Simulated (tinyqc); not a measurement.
Inside a calculation. Model: competing polymorphs of an oxide film: bulk, surface, grain-boundary, dopant and field terms. Computed by tinyqc, a small Python program that keeps every step. Command: `OMP_NUM_THREADS=1 python tinyqc.py 3004520 3004521 out.jsonl polymorph walk`. One thread of a shared host (Intel(R) Xeon(R) Processor @ 2.30GHz), about 0.01 s of CPU time with the checks. Intermediate numbers are printed to about 6 digits and carried at full precision; extremes and crossings named in words are read from the listed rows.

Phases: monoclinic m (reference), polar orthorhombic o, tetragonal t. Free energies per formula unit (f.u.); 1 J/m^2 x angstrom^3/nm = 6.241509 meV.

Inputs (values chosen for the exercise, for a model oxide): energy of the polar phase o over m = 66.7 meV/f.u.; energy of the tetragonal phase t over m = 102 meV/f.u.; entropy of o over m = 0.0077 meV/(f.u. K); entropy of t over m = 0.069 meV/(f.u. K); surface energy of m = 2.67 J/m^2; surface energy of o = 2 J/m^2; surface energy of t = 1.92 J/m^2; grain-boundary energy over surface energy = 0.47; volume per formula unit Omega = 34.6 angstrom^3; film thickness h = 12 nm; grain radius R = 11 nm; temperature T = 900 K; dopant content x = 5.5 %; shift of o per % of dopant = -4.2 meV/f.u.; shift of t per % of dopant = -12 meV/f.u.; polarisation of o = 53 microcoulomb/cm^2; field E = 1.1 MV/cm; width sigma of ln R = 0.38; interlayer thickness (SiO2) = 0.73 nm.

Geometry: columnar grains in a film.

permittivities of m, o, t: [21, 28, 35]

## Bulk terms

Bulk term b = H - T S + (shift) x, zero for m. The undoped bulk turns from m to t at T = H_t/S_t.

b (meV/f.u.): m 0.00, o 36.67, t -26.10

bulk m-t temperature = 1478.26 K

## Free energies of the grain

Area per volume: A = 2/h + f_b/R (two free faces; the side wall 2/R is shared by two grains and carries f_b gamma); G = b + gamma Omega A.

area per volume A = 0.209394 1/nm

G less G(m) (meV/f.u.): m 0.0000, o 6.3727, t -60.0149

G(o) - G(m) = 6.37265 meV/f.u.

G(t) - G(o) = -66.3876 meV/f.u.

The lowest phase is t, by 60.0 meV/f.u. over m, as in the bulk terms. Caution: this is an equilibrium ranking; real films often keep the phase that nucleates first on cooling from t.

## Crossing points

With G = b + gamma Omega A (b the bulk free energy per formula unit, A the area per volume), two phases i, j cross at A_ij = (b_j - b_i)/(Omega (gamma_i - gamma_j)); o has a window only if A_mo < A_ot.

A_mo = 0.253437 1/nm

A_ot = -3.63326 1/nm

A_mt = -0.161144 1/nm

t is lowest at every size.

## Phase shares in a spread of grain sizes

Grain radii are log-normal by volume with median R and width sigma; the share with A above A* is that with radius below R*, R* = f_b/(A* - 2/h) (all grains if A* <= 2/h), share = (1/2) erfc[-ln(R*/R)/(sqrt 2 sigma)]. Effective permittivity of a layer of thickness h built of such grains, taken in parallel: sum of share x eps; EOT = interlayer + 3.9 h/eps.

volume shares: m 0, o 0, t 1

share of o = 0

effective permittivity = 35

equivalent oxide thickness = 2.06714 nm

One phase holds nearly all the volume.

## A field

The polar phase gains -P E Omega (1 microcoulomb/cm^2 x MV/cm x angstrom^3 = 0.006241509 meV); the dielectric term -(1/2) eps_0 (eps - 1) E^2 Omega is left out. Where t lies below o, o is reached at E_up = [G(o) - G(t)]/(P Omega), else 0.

gain P E Omega = 12.5902 meV/f.u.

G(t) - G(o) in the field = -53.7973 meV/f.u.

crossing field E_up = 5.80023 MV/cm

The field is too weak to reach o.

## Thickness series

Bulk term b = H - T S + (shift) x, zero for m. The median radius is held at R.

Against thickness:
```
h (nm)  A at R (1/nm)  share m  share o  share t  eps  EOT (nm)
3            0.709394        0        0        1   35   1.06429
4            0.542727        0        0        1   35   1.17571
6            0.376061        0        0        1   35   1.39857
8            0.292727        0        0        1   35   1.62143
11           0.224545        0        0        1   35   1.95571
15           0.176061        0        0        1   35   2.40143
22           0.133636        0        0        1   35   3.18143
35           0.099870        0        0        1   35   4.63000
```

From 3 to 35 nm the share of t stays at 1.00 and that of m by less than the digits shown, at 0.00; o stays under 2 %. A at the median radius runs from 0.709 down to 0.100 1/nm, against the crossings A_mo = 0.253, A_ot = -3.633 and A_mt = -0.161; the majority phase is t in the thinnest film and t in the thickest.

## Dopant series

The formulas are those given above.

Against dopant content:
```
x (%)  A_mo (1/nm)  A_ot (1/nm)   share m  share o  share t
0.0       0.413088     -1.15012  0.949491        0  0.05051
1.0       0.384061     -1.60160  0.000000        0  1.00000
2.0       0.355033     -2.05308  0.000000        0  1.00000
3.0       0.326006     -2.50456  0.000000        0  1.00000
4.0       0.296978     -2.95604  0.000000        0  1.00000
5.0       0.267951     -3.40752  0.000000        0  1.00000
6.5       0.224410     -4.08474  0.000000        0  1.00000
8.0       0.180869     -4.76196  0.000000        0  1.00000
10.0      0.122814     -5.66492  0.000000        0  1.00000
```

The dopant lowers t by 12 and o by 4.2 meV per %, so A_ot falls faster than A_mo. The share of o stays under 2 % at every content listed. t holds the majority from x = 1 % on.

Checks made by the program: equal free energies at A_mt (relative difference below 1e-10).
